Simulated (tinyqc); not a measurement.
## True capacitance, leakage and series resistance from two frequencies

Problem. A capacitance C in parallel with G and in series with Rs is measured as Cp and D = Gp/(w Cp) at two frequencies. The series reading Cs = Cp (1 + D^2) equals C + G^2/(w^2 C), and Re Z = D/(w Cp (1 + D^2)) = Rs + G/(G^2 + w^2 C^2). Find C, G and Rs.

f (Hz): 1e6  1e7
Cp (pF): 1.74896031  1.74895677
D: 0.248315188  0.0262459088

Answer. w^2 Cs = w^2 C + G^2/C is a straight line in w^2 with slope C; the intercept gives G, and the real part then gives Rs.

C = 1.749 pF
G = 2.727 uS
Rs = 13.00 ohm

Computed by the program tinyqc: `OMP_NUM_THREADS=1 python tinyqc.py 2022095 2022096 out.jsonl`, one thread of a shared Intel Xeon 2.30GHz, about 0.01 s for the whole run.
